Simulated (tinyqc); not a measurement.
Inside a calculation. Model: admittance spectroscopy of a deep trap.

Program tinyqc, `OMP_NUM_THREADS=1 python tinyqc.py 2050141 2050142 out.jsonl`; Intel Xeon 2.30GHz, shared host, one thread, about 0.01 s. Printed values are rounded.

Schottky contact on an n-type layer with shallow donors Nd (all ionised) and a donor-like deep trap, neutral when filled and positive when empty; depletion approximation. Traps within lam of the depletion edge stay filled. The traps at xt = W - lam, where the level crosses the Fermi level, follow a slow signal and not a fast one. w = 2 pi f.

Parameters, values chosen for the exercise; material values close to those of silicon:
```
symbol    value   unit                                      meaning
eps_r      11.5                               relative permittivity
Nc       2.8e19  cm^-3   conduction-band density of states at 300 K
vth       2.3e7   cm/s                    thermal velocity at 300 K
Nd       1.1e15  cm^-3                        shallow donor density
Vbi        0.62      V                             built-in voltage
Et         0.19     eV  depth of the trap below the conduction edge
sn      9.5e-16   cm^2                        capture cross-section
Nt       1.4e15  cm^-3                                 trap density
Vr          1.9      V                                 reverse bias
f          1300     Hz                             signal frequency
T           131      K                                  temperature
```

Constants: q = 1.602176634e-19 C, kB = 1.380649e-23 J/K, eps0 = 8.8541878128e-14 F/cm where lengths are in cm. Results are converted to the units shown.

## Widths and limiting capacitances

lam = sqrt(2 eps0 eps_r (EF - ET)/(q Nd)), EF - ET = Et - (kB T/q) ln(Nc(T)/Nd), Nc(T) = Nc (T/300 K)^1.5. In the steady state at the band bending V, 2 eps0 eps_r V/q = Nd W^2 + Nt (W - lam)^2 (the second term only if W > lam). V = Vbi + Vr. C_HF = eps0 eps_r/W, C_LF = eps0 eps_r (Nd + Nt)/(Nd W + Nt xt).

lam = 321.606 nm
W = 1300.70 nm
xt = 979.093 nm
C_HF = 7.82834 nF/cm^2
C_LF = 9.08649 nF/cm^2

The step is 16.1 % of C_HF.

## Admittance at the signal frequency

Emission rate en = sn vth(T) Nc(T) exp(-Et/kB T) = sn g T^2 exp(-Et/kB T), g = vth Nc/(300 K)^2, as vth goes as T^0.5 and Nc as T^1.5 (degeneracy factor 1). Inflection frequency w0 = 2 en [1 + Nt xt/(Nd W)]; C = C_HF + (C_LF - C_HF)/(1 + (w/w0)^2), G/w = (C_LF - C_HF)(w/w0)/(1 + (w/w0)^2).

en = 5718.84 1/s
w0/(2 pi) = 3564.34 Hz
C = 8.93877 nF/cm^2
G/w = 0.405002 nF/cm^2

The signal is slower than the trap, which mostly follows it.
